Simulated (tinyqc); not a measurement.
IGBT as a p-i-n diode in series with a MOS channel, on-state and switching loss: one step of the calculation.

High injection (n = p) in a drift layer from x = -W/2 (anode) to +W/2 (cathode side), recombination only in the layer with lifetime tau, ideal emitters. The channel feeds the cathode side and carries the whole current. Auger recombination, carrier-carrier scattering, emitter losses and the carrier dip under the p body are left out.

Task. Ambipolar length. b = mn/mp, B = (b - 1)/(b + 1), La = sqrt(2 Vt mn mp tau/(mn + mp)), y = W/(2 La).

Values chosen for this exercise; material values close to those of silicon: temperature T = 400 K; electron mobility mn = 743 cm^2/(V s); hole mobility mp = 255 cm^2/(V s); width of the drift layer W = 70 um; high-injection lifetime tau = 0.64 us.

Constants: q = 1.602176634e-19 C, kB = 1.380649e-23 J/K, Vt = kB T/q. Results are converted to the units shown.

Wanted: b; B; La; y.

Result.

b = 2.914
B = 0.4890
La = 28.94 um
y = 1.209

Program tinyqc, `OMP_NUM_THREADS=1 python tinyqc.py 2590101 2590102 out.jsonl`; Intel Xeon 2.30GHz, shared host, one thread, about 0.01 s.
